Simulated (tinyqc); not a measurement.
From line density n back to gate voltage above flat band V_G: ballistic transport through the one-dimensional subbands of a rectangular nanowire or nanosheet channel. Computed by tinyqc, a small Python program. Command: `OMP_NUM_THREADS=1 python tinyqc.py 3031262 3031263 out.jsonl wire inv`. One thread of a shared host (Intel(R) Xeon(R) Processor @ 2.30GHz), about 0.1 s of CPU time with the checks.

Hard walls, parabolic subbands, transport along x. Energies are counted from the bulk conduction band edge at the top of the barrier, which the gate pulls down by U; the source Fermi level lies at the bulk edge when U = 0.

Inputs (values chosen for the exercise, modelled on In0.53Ga0.47As):
```
quantity                      value  unit
mass m                        0.046   m_0
height a                          7    nm
width b                         9.1    nm
equivalent oxide thickness t   0.95    nm
drain voltage V_D              0.57     V
temperature T                   300     K
```

Valleys: single isotropic valley.

Constants: hbar^2/(2 m_0) = 3.80998212 eV angstrom^2; k_B = 8.617333262e-05 eV/K; m_0 = 9.1093837015e-31 kg; k_B = 1.380649e-23 J/K; hbar = 1.054571817e-34 J s; eps_0 = 8.8541878128e-12 F/m; e = 1.602176634e-19 C; h = 6.62607015e-34 J s.

Method:
- E_pq = (hbar^2 pi^2/2)(p^2/(m_y b^2) + q^2/(m_z a^2)); m_x = m_y = m_z = m, degeneracy g = 1; the 10 lowest subbands are kept.
- F_j(eta) = (1/Gamma(j + 1)) int_0^infinity x^j/(1 + exp(x - eta)) dx, F_0 = ln(1 + exp(eta)). Integrals over x = E/(k_B T) use 160 Gauss-Legendre points in u = sqrt(x) from 0 to sqrt(max(eta, 0) + 32).
- With degeneracy g = 1, eta_i = (U - E_i)/(k_B T) and u = e V_D/(k_B T): line density n = sum_i g sqrt(2 m_x k_B T/pi)/(2 hbar) [F_-1/2(eta_i) + F_-1/2(eta_i - u)]; gate: e n = C_ox (V_G - U/e), C_ox = 3.9 eps_0 2 (a + b)/t (flat-plate estimate); I = (2 e k_B T/h) sum_i g [F_0(eta_i) - F_0(eta_i - u)].

Question. A run gave the result below. Find the gate voltage above flat band V_G, known to lie between 0.66 and 2.1 V.

line density n = 0.8177771 1/nm

Answer.

Each step takes the trial c = (a f_b - b f_a)/(f_b - f_a), f being the result less the target and a, b, c the logarithms of the listed values; c replaces end b, the old b replaces a if the sign of f changed, and otherwise f_a is halved.

Scan of the range:
```
gate voltage above flat band V_G (V)  line density n (1/nm)
0.660                                               0.28695
0.800                                               0.40772
0.971                                               0.65538
1.180                                               0.95053
1.430                                               1.47481
1.730                                               2.02814
2.100                                               2.91431
```

False position (Illinois rule, in the logarithm of the input) inside the bracket:
```
step    end a    end b    trial  line density n (1/nm)
1     0.97100  1.18000  1.08094               0.803873
2     1.18000  1.08094  1.08996               0.815205
3     1.18000  1.08996  1.09319               0.819289
4     1.08996  1.09319  1.09200               0.817774
5     1.09319  1.09200  1.09200               0.817777
6     1.09319  1.09200  1.09200               0.817777
7     1.09200  1.09200  1.09200               0.817777
```

Line density n rises at every point of a 13-point scan of the range (every second point is shown), so one value fits; it is bracketed by 0.971 and 1.18. Answer: gate voltage above flat band V_G = 1.092 V.

Caution: confinement energies this large call for non-parabolicity and barrier penetration, which lower the subbands and raise the mass.
